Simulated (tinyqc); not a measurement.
Comparisons within one model: nanosheet or nanowire with hard walls, valleys of the Si type. A value that a table varies takes the place of the one given here.

Six ellipsoidal valleys along the cube axes: inverse mass tensor w = 1/mt + (1/ml - 1/mt) a a^T with a the unit axis. Device axes: x along the channel, z = [001], y = z x x.

Hard walls around a W x H rectangle. The block w_c of w in (y, z) confines; the transport mass follows from 1/m_x = w_xx - w_xc w_c^-1 w_cx. The cross-section problem c (w_yy ky^2 + 2 w_yz ky kz + w_zz kz^2), c = hbar^2/2m0, is solved in products sin(n pi y/W) sin(l pi z/H), n, l = 1 to 12; if w_yz = 0 the levels are c pi^2 (w_yy n^2/W^2 + w_zz l^2/H^2). The w_yz term couples (n, l) to (n', l') by -2 c w_yz D_nn'(W) D_ll'(H) with D_nm(L) = 4 n m/(L (n^2 - m^2)) for n + m odd and 0 otherwise.

Without degeneracy the line density is N1 exp((EF - Ec)/kB T) with N1 = sum 2 g sqrt(m_x kB T/(4 pi c)) exp(-E/kB T), here over n, l up to 80 where w_yz = 0 and over all levels of a 12 x 12 sine basis otherwise; the classical value is W H Nc with Nc = 2 g_all (m_dos kB T/(4 pi c))^(3/2), m_dos = (ml mt^2)^(1/3); dVt = kB T ln(W H Nc/N1).

Constants: hbar^2/2m0 = 3.80998211 eV angstrom^2; kB = 8.617333262e-05 eV/K.

Parameters, chosen for this exercise (near those of Si; not measured data): ml = 0.908 m0 (longitudinal mass); mt = 0.189 m0 (transverse mass); T = 300 K (temperature); g_all = 6 (number of valleys); channel = 110 (transport direction x on a (001) wafer); H = 46 angstrom (height, along z = [001]); Ws = (25, 35, 50, 75, 110, 170, 260) angstrom (widths); W = 155 angstrom (width, along y).

## From wire to sheet

Valleys:

| group | valleys g | w_yy | w_zz | \|w_yz\| | m_x (m0) |
|---|---|---|---|---|---|
| A | 2 | 5.29101 | 1.10132 | 0.00000 | 0.18900 |
| B | 4 | 3.19616 | 5.29101 | 0.00000 | 0.54850 |

Lowest level of each group (groups ordered by w_zz, then w_yy) and dVt against the width.

Results:

| W (angstrom) | A1 (eV) | B1 (eV) | dVt (mV) |
|---|---|---|---|
| 25 | 0.3379 | 0.2863 | 246.8 |
| 35 | 0.1820 | 0.1921 | 152.3 |
| 50 | 0.0992 | 0.1421 | 95.8 |
| 75 | 0.0549 | 0.1154 | 66.5 |
| 110 | 0.0360 | 0.1040 | 55.3 |
| 170 | 0.0265 | 0.0982 | 49.1 |
| 260 | 0.0225 | 0.0958 | 45.9 |

dVt falls from 247 to 46 mV. The lowest group changes from B to A between W = 25 and 35 angstrom (H = 46). At the widest W the lowest level is 0.0225 eV; the film limit c pi^2 w_zz/H^2 of that group is 0.0196 eV.

## Channel direction

The same rectangle along [100] and [110]; groups ordered by w_zz, then w_yy.

Lowest level of each group:

| channel, group | valleys g | w_yy | w_zz | \|w_yz\| | m_x (m0) | E (eV) |
|---|---|---|---|---|---|---|
| [100] A | 2 | 5.291 | 1.101 | 0.000 | 0.189 | 0.0279 |
| [100] B | 2 | 1.101 | 5.291 | 0.000 | 0.189 | 0.0957 |
| [100] C | 2 | 5.291 | 5.291 | 0.000 | 0.908 | 0.1023 |
| [110] A | 2 | 5.291 | 1.101 | 0.000 | 0.189 | 0.0279 |
| [110] B | 4 | 3.196 | 5.291 | 0.000 | 0.548 | 0.0990 |

The lowest subband has m_x = 0.189 m0 and 2 valleys along [100], and 0.189 m0 and 2 valleys along [110]; its edge lies at 0.0279 and 0.0279 eV. These valleys have their axis along z, so turning the channel in the wafer plane leaves them alone; only the higher groups change.

## What each parameter does

E1 and E2 are the two lowest subband edges over all groups. Each row changes one parameter from the base and keeps the others.

Results:

| case | E1 (eV) | E2 - E1 (meV) | m_x of lowest (m0) | dVt (mV) |
|---|---|---|---|---|
| base | 0.0279 | 24.8 | 0.189 | 50.1 |
| W = 145 angstrom | 0.0290 | 28.4 | 0.189 | 50.9 |
| H = 40 angstrom | 0.0342 | 24.8 | 0.189 | 57.3 |
| T = 270 K | 0.0279 | 24.8 | 0.189 | 48.1 |
| ml = 0.999 m0 | 0.0261 | 24.8 | 0.189 | 49.2 |
| mt = 0.208 m0 | 0.0271 | 22.6 | 0.208 | 48.0 |

The largest shifts from the base row, up to three for each result and ties (the steps differ in size, so this ranks the rows, not the parameters). E1 (eV): H +0.0063, ml -0.0018, W +0.0012; unchanged at the printed digits by T. E2 - E1 (meV): W +3.5, mt -2.3; unchanged at the printed digits by H, T and ml. m_x of lowest (m0): mt +0.019; unchanged at the printed digits by W, H, T and ml. dVt (mV): H +7.2, mt -2.1, T -2.0.

Program tinyqc; command `OMP_NUM_THREADS=1 python tinyqc.py 1250449 1250450 out.jsonl`; about 0.02 s on one thread of a shared Intel(R) Xeon(R) Processor @ 2.30GHz.
